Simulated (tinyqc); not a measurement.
# Changing the oxidant pressure p

Model: Deal-Grove kinetics of thermal oxidation of silicon. Computed by tinyqc, a small Python program. Command: `OMP_NUM_THREADS=1 python tinyqc.py 3005894 3005895 out.jsonl oxide sweep`. One thread of a shared host (Intel(R) Xeon(R) Processor @ 2.30GHz), about 0.1 s of CPU time with the checks.

Oxidant diffuses through the oxide and reacts at the interface, so that dx/dt = B/(A + 2x) for the oxide thickness x.

Inputs (values chosen for the exercise, close to those used for silicon): prefactor B0 = 438 um^2/h; activation energy E_B = 0.774 eV; prefactor (B/A)0 = 1.47e+08 um/h; activation energy E_A = 2.03 eV; temperature T = 850 C; pressure exponent m of B/A = 1; initial oxide x_i = 0.005 um; time t = 0.23 h.

Ambient: steam. Surface: (111).

Constants: k_B = 8.617333262e-05 eV/K.

Method:
- B = B0 p exp(-E_B/(k_B T)), B/A = (B/A)0 p^m exp(-E_A/(k_B T)), p in atm; A = B/(B/A).
- Temperatures in kelvin are T(C) + 273.15.
- tau = (x_i^2 + A x_i)/B and x = (A/2) [sqrt(1 + 4 B (t + tau)/A^2) - 1], the root of x^2 + A x = B (t + tau).
- Silicon consumed is 0.44 times the oxide grown; the rate is B/(A + 2x).

One run for each value; columns: (1) oxidant pressure p (atm); (2) oxide thickness x (um); (3) length A (um); (4) final growth rate (um/h); (5) parabolic constant B (um^2/h):
```
(1)       (2)     (3)     (4)         (5)
0.05  0.00630  1.2884  0.0057  7.3683e-03
0.12  0.00812  1.2884  0.0136  1.7684e-02
0.3   0.01278  1.2884  0.0336  4.4210e-02
0.72  0.02353  1.2884  0.0794  1.0610e-01
1.7   0.04796  1.2884  0.1810  2.5052e-01
4.2   0.10668  1.2884  0.4121  6.1893e-01
10    0.22781  1.2884  0.8450  1.4737e+00
25    0.48221  1.2884  1.6353  3.6841e+00
```

Over the rows, oxide thickness x (um) rises from 0.00630 to 0.482 (exponent d ln y / d ln x 0.29 between the first rows and 0.82 between the last); length A (um) does not change; final growth rate (um/h) rises from 0.00566 to 1.64 (exponent d ln y / d ln x 1.00 between the first rows and 0.72 between the last). The exponent of length A stays at 0: B and B/A both scale with p. B is proportional to p and B/A to p^1, so A goes as p^0.00. The exponent of x is bounded by m in the linear regime and tends to 1/2 in the parabolic one.
